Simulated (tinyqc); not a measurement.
# Deep-level transient spectroscopy, step by step

tinyqc, about 0.01 s, one thread, Intel Xeon 2.30GHz (shared host): `OMP_NUM_THREADS=1 python tinyqc.py 2050121 2050122 out.jsonl` Printed values are rounded.

Schottky contact on an n-type layer with shallow donors Nd (all ionised) and a donor-like deep trap, neutral when filled and positive when empty; depletion approximation. Traps within lam of the depletion edge stay filled. A long pulse to Vp fills the traps beyond x1 = Wp - lam; back at Vr those between x1 and x2 = Wr - lam emit. A rate window reads S = C(t2) - C(t1).

Values chosen for this exercise; material values close to those of silicon:
```
symbol,value,unit,meaning
eps_r,11.6,,relative permittivity
Nc,2.77e19,cm^-3,conduction-band density of states at 300 K
vth,2.3e7,cm/s,thermal velocity at 300 K
Nd,7.5e14,cm^-3,shallow donor density
Vbi,0.59,V,built-in voltage
Et,0.35,eV,depth of the trap below the conduction edge
sn,2.5e-15,cm^2,capture cross-section
Nt,2e12,cm^-3,trap density
Vr,5.8,V,reverse bias
Vp,0,V,reverse bias during the filling pulse
t1,1,ms,first sampling time
t2,2.5,ms,second sampling time
T,207,K,temperature of the transient
```

Constants: q = 1.602176634e-19 C, kB = 1.380649e-23 J/K, eps0 = 8.8541878128e-14 F/cm where lengths are in cm. Results are converted to the units shown.

## Emission rate and rate window

Emission rate en = sn vth(T) Nc(T) exp(-Et/kB T) = sn g T^2 exp(-Et/kB T), g = vth Nc/(300 K)^2, as vth goes as T^0.5 and Nc as T^1.5 (degeneracy factor 1). For an exponential transient S peaks where en = ew = ln(t2/t1)/(t2 - t1).

g = 7.078889e21 cm^-2 s^-1 K^-2
en = 2282.873 1/s
1/en = 0.4380446 ms
ew = 610.8605 1/s

## Widths

lam = sqrt(2 eps0 eps_r (EF - ET)/(q Nd)), EF - ET = Et - (kB T/q) ln(Nc(T)/Nd), Nc(T) = Nc (T/300 K)^1.5. In the steady state at the band bending V, 2 eps0 eps_r V/q = Nd W^2 + Nt (W - lam)^2 (the second term only if W > lam). V = Vbi + Vr gives Wr and V = Vbi + Vp gives Wp; x1 = max(Wp - lam, 0).

lam = 542.7661 nm
Wr = 3302.015 nm
Wp = 1004.006 nm
x1 = 461.2400 nm
x2 = 2759.248 nm
G = (x2^2 - x1^2)/Wr^2 = 0.6787587

The rule Nt = 2 Nd |dC|/C assumes G = 1 and would understate Nt by a factor of about 1/G = 1.47 here (the limit of small Nt/Nd).

## The transient

t, sample 0 to 6 (ms): [0, 0.5, 1, 1.75, 2.5, 5, 12.5]

W(t)^2 = Wr^2 + (Nt/Nd)(x2^2 - x1^2) exp(-en t), C = eps0 eps_r/W; for small Nt, dC/C = -(Nt/2 Nd) G exp(-en t) with G = (x2^2 - x1^2)/Wr^2. S = C(t2) - C(t1).

C, sample 0 to 6 (nF/cm^2): [3.107671, 3.109584, 3.110195, 3.110430, 3.110473, 3.110482, 3.110482]
C - C(final), sample 0 to 6 (pF/cm^2): [-2.811207, -0.898616, -0.287067, -0.051815, -0.009352, -0.000031, 0.000000]
S = 0.2777151 pF/cm^2

## Step 1: peak temperature

T at the start = 300 K

Fixed-point step for en(T) = ew: T(new) = (Et q/kB)/ln(sn g T^2/ew), g = vth Nc/(300 K)^2.

T after step 1 = 187.3284 K

## Course of the iteration for the peak temperature

Start from 300 K; stop when T changes by less than 1e-8 K.

Course of the iteration:
```
step     T (K)  change (K)
1     187.3284         113
2     195.8354        8.51
3     195.0002       0.835
4     195.0803      0.0801
5     195.0726     7.69e-3
6     195.0733     7.39e-4
7     195.0733     7.10e-5
8     195.0733     6.82e-6
9     195.0733     6.55e-7
10    195.0733     6.29e-8
11    195.0733     6.04e-9
```

Converged in 11 steps; each multiplies the error by -2 kB T/Et = -0.096.
